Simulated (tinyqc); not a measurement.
MOS inversion layer, Poisson-Schroedinger loop: one step of the calculation.

Electrons confined at an insulator interface at z = 0, treated as a hard wall; parabolic valleys, Hartree approximation, no image or exchange terms. The depletion charge lies far deeper than the electrons and gives a uniform field q Nd/(eps0 eps_r); the gate balances all charge. Energies are counted from the band edge at the interface.

Problem. Levels and probability densities. Tridiagonal Hamiltonian with psi = 0 one step beyond both ends: H_ii = C (1/m_(i-1/2) + 1/m_(i+1/2))/hz^2 + V0_i + U_i (+ dE for the set B), H_(i,i+1) = -C/(m_(i+1/2) hz^2), C = hbar^2/(2 m0). The lowest 2 level(s) of each valley set are kept, normalised to hz sum |psi|^2 = 1. The mass is the same on all intervals.

Values chosen for this exercise; masses and permittivity close to those of silicon (100): mass along z of valley set A (2 valley(s)) mz1 = 0.931 m0; mass along z of valley set B (4 valley(s)) mz2 = 0.187 m0; extra shift of set B (strain) dE = 0.07 eV; mesh step hz = 0.68 nm.

Constants: q = 1.602176634e-19 C, hbar = 1.054571817e-34 J s, m0 = 9.1093837015e-31 kg, hbar^2/(2 m0) = 0.0380998212 eV nm^2. Results are converted to the units shown.

```
node  fixed potential V0 (eV)  U after round 1 (eV)
1                  0.01682692           0.028710937
2                  0.03365385           0.052678893
3                  0.05048077           0.067022409
4                  0.06730769           0.073300546
5                  0.08413461           0.075418864
6                  0.10096154           0.075998543
7                  0.11778846           0.076132794
8                  0.13461538           0.076159942
9                  0.15144230           0.076164822
10                 0.16826923           0.076165607
11                 0.18509615           0.076165719
12                 0.20192307           0.076165734
13                 0.21874999           0.076165736
14                 0.23557692           0.076165736
15                 0.25240384           0.076165736
16                 0.26923076           0.076165736
17                 0.28605768           0.076165736
18                 0.30288461           0.076165736
19                 0.31971153           0.076165736
```

Find: levels; |psi|^2 of A1; |psi|^2 of A2; |psi|^2 of B1; |psi|^2 of B2.

Solution.

levels (eV): A1 0.1214, A2 0.1827, B1 0.2550, B2 0.3441

```
node  |psi|^2 of A1 (1/nm)  |psi|^2 of A2 (1/nm)  |psi|^2 of B1 (1/nm)  |psi|^2 of B2 (1/nm)
1                   0.4440                0.2499                0.0739                0.0615
2                   0.5800                0.0506                0.2093                0.1348
3                   0.3081                0.0870                0.2925                0.1089
4                   0.1051                0.3571                0.2930                0.0308
5                   0.0268                0.3791                0.2375                0.0010
6                   0.0054                0.2235                0.1642                0.0535
7                   0.0009                0.0894                0.0997                0.1442
8                   0.0001                0.0266                0.0541                0.2106
9                   0.0000                0.0062                0.0266                0.2229
10                  0.0000                0.0012                0.0120                0.1897
11                  0.0000                0.0002                0.0050                0.1367
12                  0.0000                0.0000                0.0019                0.0859
13                  0.0000                0.0000                0.0007                0.0480
14                  0.0000                0.0000                0.0002                0.0241
15                  0.0000                0.0000                0.0001                0.0110
16                  0.0000                0.0000                0.0000                0.0046
17                  0.0000                0.0000                0.0000                0.0017
18                  0.0000                0.0000                0.0000                0.0005
19                  0.0000                0.0000                0.0000                0.0001
```

Program tinyqc, `OMP_NUM_THREADS=1 python tinyqc.py 2160112 2160113 out.jsonl`; Intel Xeon 2.30GHz, shared host, one thread, about 1 s.
